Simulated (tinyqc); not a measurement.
## Hot electrons in a saturated n-channel MOSFET, lucky-electron model: effect of the drain voltage

Beyond pinch-off the lateral field grows as Esat cosh(y/l) over the velocity-saturated region (pseudo-two-dimensional model). Impact ionisation in this region gives the substrate current, which biases the body forward through Rsub. Currents are per width. Local-field laws: they overstate ionisation when the field peak is narrower than an energy relaxation length.

Cox = 3.9 eps0/tox, l = sqrt(3 tox xj), Esat = 2 vs/mu. Overdrive g = Vg - VT + kb Vb; Vdsat = g Esat L/(g + Esat L); Id = Cox vs (g - Vdsat); dV = Vd - Id Rd - Vdsat; Em = sqrt((dV/l)^2 + Esat^2); Isub = Id (Ai/Bi) l Em exp(-Bi/Em). Vb = Rsub Isub is solved self-consistently. Lifetime tau = (Hl/Id)(Isub/Id)^(-m); 1 year = 3.15576e7 s.

Values chosen for this exercise; values close to those of silicon n-channel devices: channel length L = 0.8 um; oxide thickness tox = 17 nm; junction depth xj = 320 nm; threshold VT = 0.43 V; effective mobility mu = 330 cm^2/(V s); saturation velocity vs = 8.8e6 cm/s; ionisation prefactor Ai = 2e6 1/cm; ionisation field Bi = 1.64 MV/cm; resistance of the lightly doped drain Rd = 0 ohm um; substrate resistance Rsub = 3400 ohm um; fall of VT per volt of forward body bias kb = 0.23; lifetime exponent m = 3.1; lifetime constant Hl = 6600 s uA/um; gate voltage Vg = 1.7 V.

Constants: eps0 = 8.8541878128e-14 F/cm where lengths are in cm. Results are converted to the units shown.

Effect of the drain voltage:

| Vd (V) | Id (uA/um) | Em (MV/cm) | Isub (uA/um) | Isub/Id | tau (years) |
|---|---|---|---|---|---|
| 2.5 | 52.072 | 0.13048 | 3.6829e-4 | 7.0726e-6 | 3.7165e10 |
| 2.8 | 52.072 | 0.15222 | 0.0025853 | 4.9649e-5 | 8.8413e7 |
| 3.1 | 52.073 | 0.17441 | 0.011666 | 2.2403e-4 | 8.2775e5 |
| 3.4 | 52.074 | 0.19690 | 0.038551 | 7.4030e-4 | 20354 |
| 3.7 | 52.078 | 0.21959 | 0.10170 | 0.0019528 | 1006.4 |
| 4 | 52.085 | 0.24243 | 0.22697 | 0.0043576 | 83.572 |
| 4.3 | 52.098 | 0.26538 | 0.44608 | 0.0085625 | 10.293 |
| 4.6 | 52.117 | 0.28841 | 0.79439 | 0.015242 | 1.7219 |

What does the comparison show?

As Vd goes from 2.5 to 4.6 V, Em rises from 0.130 to 0.288 MV/cm, Isub rises from 3.68e-4 to 0.794 uA/um and tau falls from 3.72e10 to 1.72 years. The slope of ln(tau) against 1/Vd is 141 V between the first two rows and 118 V between the last two; ten years are last met at Vd = 4.3 V among the rows. For Vd = 2.5 to 3.7 V tau is a far extrapolation that only says that hot carriers are no limit.

Computed by the program tinyqc: `OMP_NUM_THREADS=1 python tinyqc.py 2550159 2550160 out.jsonl`, one thread of a shared Intel Xeon 2.30GHz, about 0.01 s for the whole run.
